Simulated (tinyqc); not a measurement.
What each parameter does: polytypes by hexagonality, and a cubic inclusion as a quantum well.

Gap: E3 + (E2 - E3) h. Valence top Ev2 h and polarisation P2 h, both counted from 3C; Ec = Ev + gap.

A cubic inclusion of width L = N d in the host (h = 1) is a well of depth V = Ec(host) - Ec(3C). Square well with mass mismatch: k tan(k L/2) = (m_w/m_b) q, k = sqrt(m_w E/c), q = sqrt(m_b (V - E)/c), c = hbar^2/2m0, lowest root. The depth of the level, V - E, is its binding, and the transition to the valence top of the host is gap(host) - (V - E). The step in polarisation gives a field |F| = |P|/(eps eps0) in a thin inclusion, eps0 = 8.8541878e-12 F/m.

Constants: hbar^2/2m0 = 3.80998211 eV angstrom^2.

Inputs chosen for the exercise (of the order of those of GaAs; not measured data):
- E3 = 1.511 eV (gap of the cubic polytype)
- E2 = 1.53 eV (gap of 2H)
- Ev2 = 0.121 eV (valence top of 2H above that of 3C)
- P2 = 0.002 C/m^2 (spontaneous polarisation of 2H)
- m = (0.064, 0.068) m0 (electron mass along c in the cubic layer and in the host)
- d = 3.252 angstrom (thickness of a double layer)
- eps = 13.1 (dielectric constant)
- N = 6 (double layers in the cubic inclusion)

Well depth, depth of the level, transition without the field and field.

One parameter was then changed.

Results before and after:

| case | V (eV) | depth (eV) | transition (eV) | \|F\| (MV/cm) |
|---|---|---|---|---|
| base | 0.1400 | 0.0254 | 1.5046 | 0.172 |
| changed | 0.1700 | 0.0357 | 1.5243 | 0.172 |

Which of these changes was made? (a) eps = 14.1; (b) E2 = 1.56 eV; (c) Ev2 = 0.151 eV; (d) E3 = 1.491 eV; (e) N = 7; (f) m = (0.077, 0.068) m0; (g) P2 = 0.0026 C/m^2.

Answer: (b) E2 = 1.56 eV. Of the candidates, run in turn, only this one gives the changed row.

All candidates:

| case | V (eV) | depth (eV) | transition (eV) | \|F\| (MV/cm) |
|---|---|---|---|---|
| base | 0.1400 | 0.0254 | 1.5046 | 0.172 |
| N = 7 | 0.1400 | 0.0319 | 1.4981 | 0.172 |
| Ev2 = 0.151 eV | 0.1700 | 0.0357 | 1.4943 | 0.172 |
| E3 = 1.491 eV | 0.1600 | 0.0321 | 1.4979 | 0.172 |
| E2 = 1.56 eV | 0.1700 | 0.0357 | 1.5243 | 0.172 |
| P2 = 0.0026 C/m^2 | 0.1400 | 0.0254 | 1.5046 | 0.224 |
| eps = 14.1 | 0.1400 | 0.0254 | 1.5046 | 0.160 |
| m = (0.077, 0.068) m0 | 0.1400 | 0.0258 | 1.5042 | 0.172 |

Computed by tinyqc, a small Python program: `OMP_NUM_THREADS=1 python tinyqc.py 1881283 1881284 out.jsonl` (the numbers bound the seed that draws the inputs); one thread of a shared host (Intel(R) Xeon(R) Processor @ 2.30GHz), about 0.09 s for the whole set of steps.
